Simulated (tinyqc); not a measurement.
Two-band k.p model of the X valleys of a zinc-blende crystal: sweeps and comparisons. A value that a table varies takes the place of the one given here.

k along the valley axis, counted from X, c = hbar^2/2m0, e = c k^2/ml. H = [[e - D/2, i P k], [-i P k, e + D/2]] with P^2 = D0 c/ml, so E = e -/+ sqrt(D^2/4 + D0 e). For D = 0 (diamond lattice) the bands cross at X.

With x = D/D0: for x < 1 the minima lie at k_m = sqrt(ml D0 (1 - x^2)/(4 c)), the hump at X has the height dE = (D0/4)(1 - x)^2 and the mass at the minimum is ml/(1 - x^2); the mass at X is ml/(1 - 1/x), negative for x < 1. For x > 1 the minimum is at X.

Thermal masses along the axis for one X point, lower band, E from the minimum, on 1601 points from -0.8 to 0.8 1/angstrom: density-of-states mass m_d = c I^2/(pi kT), I = integral of exp(-E/kT) dk; conductivity mass m_c = 2 c kT/<(dE/dk)^2> with central differences.

Constants: hbar^2/2m0 = 3.80998211 eV angstrom^2; kB = 8.617333262e-05 eV/K.

Parameters, chosen for this exercise (of the order of those of cubic SiC; shifted at random, so the results belong to these values and not to a real crystal): D0 = 1.198 eV (coupling energy); ml = 0.462 m0 (mass along the axis from remote bands); D = 2.927 eV (splitting of the two conduction levels at X); T = 77 K (temperature).

## From the diamond lattice to a polar crystal

D is varied at fixed D0 and ml.

Results:

| x | D (eV) | k_m (1/angstrom) | dE (meV) | mass at the minimum |
|---|---|---|---|---|
| 0.00 | 0.000 | 0.1906 | 299.50 | 0.462 |
| 0.30 | 0.359 | 0.1818 | 146.75 | 0.508 |
| 0.60 | 0.719 | 0.1525 | 47.92 | 0.722 |
| 0.80 | 0.958 | 0.1143 | 11.98 | 1.283 |
| 0.90 | 1.078 | 0.0831 | 3.00 | 2.432 |
| 1.10 | 1.318 | 0.0000 | 0.00 | 5.082 |
| 1.30 | 1.557 | 0.0000 | 0.00 | 2.002 |
| 2.00 | 2.396 | 0.0000 | 0.00 | 0.924 |
| 4.00 | 4.792 | 0.0000 | 0.00 | 0.616 |

At D = 0 the minima lie 0.1906 1/angstrom from X under a cusp of D0/4 = 299 meV, the pattern of silicon. The hump shrinks as (1 - x)^2, faster than k_m, so at x = 0.9 it is only 2.99 meV although k_m is still 44 % of its first value. The mass diverges at x = 1 from both sides (2.43 at 0.9, 5.08 at 1.1), where the band is quartic.

## Temperature

Thermal masses against T.

Results:

| T (K) | kT (meV) | m_d | m_c |
|---|---|---|---|
| 10 | 0.86 | 0.782 | 0.782 |
| 20 | 1.72 | 0.782 | 0.781 |
| 50 | 4.31 | 0.781 | 0.780 |
| 100 | 8.62 | 0.780 | 0.779 |
| 200 | 17.23 | 0.779 | 0.776 |
| 300 | 25.85 | 0.777 | 0.773 |
| 500 | 43.09 | 0.774 | 0.767 |

m_d goes from 0.782 to 0.774 and m_c goes from 0.782 to 0.767. Both start from the edge mass 0.782 and tend to ml = 0.462 for kT far above D0. 

## What each parameter does

Shape of the lower band and thermal masses. Each row changes one parameter from the base and keeps the others.

Results:

| case | k_m (1/angstrom) | dE (meV) | m_d (m0) | m_c (m0) |
|---|---|---|---|---|
| base | 0.0000 | 0.000 | 0.781 | 0.780 |
| D = 3.0148 eV | 0.0000 | 0.000 | 0.766 | 0.764 |
| D0 = 1.1621 eV | 0.0000 | 0.000 | 0.765 | 0.764 |
| ml = 0.4481 m0 | 0.0000 | 0.000 | 0.757 | 0.756 |
| T = 79.31 K | 0.0000 | 0.000 | 0.781 | 0.780 |

The largest shifts from the base row, up to three for each result and ties (the steps differ in size, so this ranks the rows, not the parameters). k_m (1/angstrom): unchanged at the printed digits by D, D0, ml and T. dE (meV): unchanged at the printed digits by D, D0, ml and T. m_d (m0): ml -0.023, D0 -0.016, D -0.015; unchanged at the printed digits by T. m_c (m0): ml -0.023, D0 -0.016, D -0.015; unchanged at the printed digits by T.

(tinyqc, `OMP_NUM_THREADS=1 python tinyqc.py 1881022 1881023 out.jsonl`, Intel(R) Xeon(R) Processor @ 2.30GHz, 1 thread, shared host, about 0.01 s.)
